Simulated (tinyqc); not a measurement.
Comparisons within one model: complex band structure along [001] in sp3s* tight binding. A value that a table varies takes the place of the one given here.

For k = (0, 0, kz) the phase sums are g0 = cos(phi) and g3 = i sin(phi), phi = kz a/4, and the s, pz, s* orbitals of anion (a) and cation (c) decouple from px, py. With z = exp(i phi), H(z) = H0 + z T + T^T/z for any complex z. H0 is diagonal (Esa, Epa, Exa, Esc, Epc, Exc). The anion-cation block is B(z) = z U + W/z and the cation-anion block z W^T + U^T/z, where U has Vss/2 (s,s), Vsapc/2 (s,z), -Vscpa/2 (z,s), Vxx/2 (z,z), Vxapc/2 (s*,z), -Vpaxc/2 (z,s*), and W has the same values with the s-z and s*-z signs reversed. |z| = 1 is a band state, |z| < 1 decays along [001] as exp(-kappa d) over a distance d, kappa = -(4/a) ln|z|. No spin-orbit coupling.

Inputs chosen for the exercise (near a published set for AlAs, fitted to gaps, whose masses and valley positions are rough (light masses up to twice too heavy); shifted at random, so the results belong to these values and not to a real crystal): p = (-7.513, 0.984, -1.167, 3.588, 7.458, 6.736, -6.655, 1.876, 4.289, 5.117, 5.499, 4.506, 4.978) eV (order Esa, Epa, Esc, Epc, Exa, Exc, Vss, Vxx, Vxy, Vsapc, Vscpa, Vxapc, Vpaxc); a = 5.663 angstrom (lattice constant); Eg = 2.276 eV (top of the energy range, the indirect gap); dE = 0.9 eV (E - Ev).

## Two branches across an indirect gap

Ev = 0.00245 eV

The smallest kappa with Re kz = 0 and the smallest with Re kz > 0, at energies E from Ev; a dash: no such root.

Decay constants:
```
E/Eg  E (eV)  kappa at Gamma (1/angstrom)  kappa off Gamma (1/angstrom)  its Re kz (2 pi/a)
0.05  0.1138                       0.0671                        0.6691               0.750
0.20  0.4552                       0.1277                        0.6250               0.757
0.35  0.7966                       0.1599                        0.5746               0.764
0.50  1.1380                       0.1794                        0.5153               0.772
0.65  1.4794                       0.1897                        0.4430               0.782
0.80  1.8208                       0.1915                        0.3476               0.795
0.90  2.0484                       0.1875                        0.2565               0.807
0.97  2.2077                       0.1816                        0.1503               0.822
```

The branch from the valence band at Gamma decays more slowly below E/Eg of about 0.95, and the branch from the conduction valley above. The two differ in Re kz, so passing from one to the other needs kz from an abrupt interface, a steep field, a phonon or a defect. Valleys off the [001] axis, such as L, are not seen on these branches.

## Energy and lattice constant

The slowest root of the s-pz block and the heavy-hole branch, sinh^2(kappa a/4) = ((E - Epa)(E - Epc) - Vxx^2)/(Vxx^2 - Vxy^2), at E = Ev + dE with Ev the lower root of [[Epa, Vxx], [Vxx, Epc]]; the couplings are kept when a changes. Each row changes one parameter from the base and keeps the others.

Results:
```
case                slowest kappa (1/angstrom)  heavy-hole kappa (1/angstrom)
base                                    0.1669                         0.3215
dE = 0.93 eV                            0.1688                         0.3252
a = 5.833 angstrom                      0.1621                         0.3121
```

The largest shifts from the base row, up to three for each result and ties (the steps differ in size, so this ranks the rows, not the parameters). slowest kappa (1/angstrom): a -0.0049, dE +0.0018. heavy-hole kappa (1/angstrom): a -0.0094, dE +0.0037. With the couplings fixed, kappa a stays, so kappa scales as 1/a.

(tinyqc, `OMP_NUM_THREADS=1 python tinyqc.py 1451882 1451883 out.jsonl`, Intel(R) Xeon(R) Processor @ 2.30GHz, 1 thread, shared host, about 0.01 s.)
